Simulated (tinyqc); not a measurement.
# n-type polysilicon, carrier trapping at grain boundaries: effect of the temperature

One-dimensional grains of size Lg, uniform ionised doping N, monovalent traps Qt at each boundary at a depth Et below (for electrons) or above (for holes) the band edge there, abrupt depletion of width W on each side of a boundary, Boltzmann statistics. xi is the distance from the band edge at the grain centre to the Fermi level. Trapped charge Qt/(1 + exp((xi + VB - Et)/Vt)) = 2 N W, barrier VB = q N W^2/(2 eps0 eps_r).

NB is given at 350 K and scales as (T/350 K)^1.5. If the trap equation with xi = Vt ln(NB/N) has a root W < Lg/2, the grain is partly depleted; otherwise W = Lg/2 and the trap equation gives xi = Et - VB + Vt ln(Qt/(N Lg) - 1). N* = Qt/Lg. n0 = NB exp(-xi/Vt); mean density n0 (1 - 2 W/Lg) by charge balance in a partly depleted grain, and n0 (sqrt(pi)/2) erf(u)/u with u = sqrt(VB/Vt) in a fully depleted one; v = sqrt(kB T/(2 pi ms m0)); barrier resistivity Vt exp(VB/Vt)/(q fe n0 v Lg); grain resistivity (1 - 2 W/Lg)/(q n0 mug); effective mobility 1/(q mean density total resistivity). Rows with xi above 0.45 V, towards mid-gap, are left out, since the other carrier type is ignored.

Inputs (values chosen for the exercise); values of the order met in polycrystalline silicon:

| symbol | value | unit | meaning |
|---|---|---|---|
| eps_r | 11.7 |  | relative permittivity |
| NB | 3.53e19 | cm^-3 | conduction-band density of states at the reference temperature |
| Lg | 200 | nm | grain size |
| Qt | 1.3e12 | cm^-2 | trap density of a grain boundary |
| Et | 0.31 | eV | depth of the trap level from the majority band edge at the boundary |
| ms | 0.37 | m0 | mass for thermionic emission |
| fe | 0.12 |  | correction factor of the emission rate |
| mug | 71 | cm^2/(V s) | mobility inside the grains |
| N | 2.1e17 | cm^-3 | doping |

Constants: q = 1.602176634e-19 C, kB = 1.380649e-23 J/K, m0 = 9.1093837015e-31 kg, Vt = kB T/q, eps0 = 8.8541878128e-14 F/cm where lengths are in cm. Results are converted to the units shown.

The same in every row: N/N* = 3.231.

Results:

| T (K) | depleted share 2 W/Lg | VB (V) | xi (V) | mean density (cm^-3) | resistivity (ohm cm) | effective mobility (cm^2/(V s)) |
|---|---|---|---|---|---|---|
| 200 | 0.3070 | 0.1531 | 0.07385 | 1.455e17 | 426.4 | 0.1006 |
| 240 | 0.2994 | 0.1456 | 0.09428 | 1.471e17 | 74.21 | 0.5717 |
| 280 | 0.2866 | 0.1334 | 0.1156 | 1.498e17 | 17.93 | 2.323 |
| 320 | 0.2706 | 0.1189 | 0.1376 | 1.532e17 | 5.885 | 6.924 |
| 360 | 0.2525 | 0.1035 | 0.1603 | 1.570e17 | 2.546 | 15.62 |
| 440 | 0.2122 | 0.07313 | 0.2073 | 1.654e17 | 0.9329 | 40.44 |

Estimate the missing row, T = 400 K.

Computed row:

| T (K) | depleted share 2 W/Lg | VB (V) | xi (V) | mean density (cm^-3) | resistivity (ohm cm) | effective mobility (cm^2/(V s)) |
|---|---|---|---|---|---|---|
| 400 | 0.2329 | 0.08811 | 0.1835 | 1.611e17 | 1.398 | 27.71 |

With this row back in the table: As T goes from 200 to 440, VB falls from 0.153 to 0.0731 V, the resistivity falls from 426 to 0.933 ohm cm and the effective mobility rises from 0.101 to 40.4 cm^2/(V s). The activation energy kB ln(rho1/rho2)/(1/T1 - 1/T2) is 0.181 eV between the first two rows and 0.153 eV between the last two; mug is held fixed.

Computed by the program tinyqc: `OMP_NUM_THREADS=1 python tinyqc.py 2830066 2830067 out.jsonl`, one thread of a shared Intel Xeon 2.30GHz, about 0.01 s for the whole run.
